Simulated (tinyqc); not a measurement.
Expansion against temperature: quasi-harmonic thermal expansion with mode Grueneisen parameters. Computed by tinyqc, a small Python program. Command: `OMP_NUM_THREADS=1 python tinyqc.py 3004603 3004604 out.jsonl qha walk`. One thread of a shared host (Intel(R) Xeon(R) Processor @ 2.30GHz), about 0.03 s of CPU time with the checks.

A crystal with two atoms a cell; per atom there are 1 transverse acoustic (TA), 1/2 longitudinal acoustic (LA) and 3/2 optical (O) modes. Every frequency of group i scales as nu_i (V/V0)^(-gamma_i). Each group has one frequency. Static energy: E = (9 V0 B0/16) [y^3 B' + y^2 (2 - 4 y)], y = (V0/V)^(2/3) - 1, with pressure P_s = (3 B0/2) (z^7 - z^5) [1 + (3/4)(B' - 4)(z^2 - 1)], z = (V0/V)^(1/3).

Inputs (values chosen for the exercise, modelled on gallium nitride): static volume V0 = 11.4 angstrom^3/atom; static bulk modulus B0 = 193 GPa; static B' = 4.35; frequency nu_TA = 5.4 THz; frequency nu_LA = 9.26 THz; frequency nu_O = 17.8 THz; Grueneisen parameter gamma_TA = 0.032; Grueneisen parameter gamma_LA = 0.92; Grueneisen parameter gamma_O = 1.2.

Acoustic groups: Einstein.

Constants: h x 1 THz = 4.135667696 meV; k_B = 8.617333262e-05 eV/K; 1 eV/angstrom^3 = 160.2176634 GPa.

Method:
- For a mode with x = h nu/(k_B T), n = 1/(exp(x) - 1): U = h nu (n + 1/2), C/k_B = x^2 n (n + 1); U_i and C_i sum these over group i with its weight per atom.
- Phonon pressure P_ph = sum_i gamma_i U_i/V.
- B_T = -V d(P_s + P_ph)/dV at fixed T (central difference, step 1e-4 V); alpha_V = sum gamma_i C_i k_B/(B_T V), all at V(T); the linear coefficient is alpha_L = alpha_V/3.
- V(T) solves P_s + P_ph = 0. The Grueneisen estimate uses C_i, V0 and B0 at the static volume; gamma_th = sum gamma_i C_i / sum C_i is taken at V(T).

Quasi-harmonic results:
```
T (K)  V/V0 - 1 (%)  B_T (GPa)  alpha_L (ppm/K)  alpha_L, Grueneisen estimate  gamma_th
20           0.5507     190.70           0.0000                        0.0000   0.03214
40           0.5508     190.70           0.0062                        0.0061   0.04508
70           0.5511     190.69           0.0970                        0.0947   0.11728
100          0.5529     190.67           0.3290                        0.3215   0.21390
150          0.5624     190.56           0.9718                        0.9512   0.38212
220          0.5941     190.23           2.0076                        1.9705   0.54521
300          0.6542     189.70           2.9132                        2.8618   0.63764
450          0.8102     188.50           3.8406                        3.7650   0.70586
700          1.1278     186.31           4.4443                        4.3273   0.73981
1000         1.5477     183.61           4.7258                        4.5573   0.75222
```

What follows from these numbers?

alpha_L is positive throughout. gamma_th moves from 0.03, near gamma_TA = 0.032, to 0.75, near the average over all modes, 0.76, as the stiffer groups take up their share of C. B_T changes by -3.7 % over the table, and at the highest T the estimate at fixed V0 and B0 is off by -3.6 %. In the coldest rows alpha_L is far too small in size, since one frequency a group leaves out the long acoustic waves.

Extremes, crossings and ranges named in words are read from the listed rows.
